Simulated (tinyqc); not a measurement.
The solidus: solid solubility of a dopant against its melt (retrograde solidus), clustering and the electrically active fraction. Computed by tinyqc, a small Python program. Command: `OMP_NUM_THREADS=1 python tinyqc.py 3027330 3027331 out.jsonl retro walk`. One thread of a shared host (Intel(R) Xeon(R) Processor @ 2.30GHz), about 0.01 s of CPU time with the checks.

Inputs (values chosen for the exercise, of the order of those of antimony in silicon for the solubility):
```
quantity                                   value    unit
melting point of the host T_m               1687       K
heat of melting of the host H_f             50.2  kJ/mol
interaction L of the melt                      3  kJ/mol
enthalpy of transfer from melt to solid H  0.762      eV
entropy of transfer S                       1.31     k_B
site density N0                            5e+22  1/cm^3
```

Constants: R = 8.314462618 J/(mol K); k_B = 8.617333262e-05 eV/K; e = 1.602176634e-19 C; N_A = 6.02214076e+23 1/mol.

Method. x_l and x_s are atom fractions of the dopant in melt and solid; the solid is dilute. Liquidus of the host: R T ln(1 - x_l) + L x_l^2 = -H_f (1 - T/T_m). Distribution: k = x_s/x_l = exp[L (1 - x_l)^2/(R T)] exp(S/k_B - H/(k_B T)), the first factor being the activity coefficient in the melt. Solubility = x_s N0; at T_m x_l = 0. The largest x_s N0 between 900 K and T_m. For an ideal melt with constant heats the maximum has x_l = H_f/(H + H_f), H in the same units.

largest solubility = 2.14475e+20 1/cm^3

temperature of the maximum = 1484.14 K

Against temperature:
```
T (K)      x_l         k  solubility (1/cm^3)  over the maximum
1000   0.93771  0.000536           2.5134e+19           0.11719
1100   0.88548  0.001201           5.3181e+19           0.24796
1200   0.80768  0.002363           9.5435e+19           0.44497
1300   0.69913  0.004224           1.4767e+20           0.68850
1400   0.55672  0.007044           1.9609e+20           0.91427
1500   0.38201  0.011184           2.1363e+20           0.99605
1580   0.22419  0.015778           1.7686e+20           0.82462
1640   0.09944  0.020173           1.0030e+20           0.46767
1675   0.02545  0.023177           2.9493e+19           0.13751
```

What does the comparison show, and why?

Between the first rows the Arrhenius energy of the solubility is 0.71 eV, against H = 0.762 eV; it shrinks to zero at 1484 K and turns negative beyond. A crystal saturated at the maximum precipitates dopant-rich liquid on cooling and on heating alike. Below a eutectic or compound temperature another phase would set the limit.

Extremes, crossings and ranges named in words are read from the listed rows.
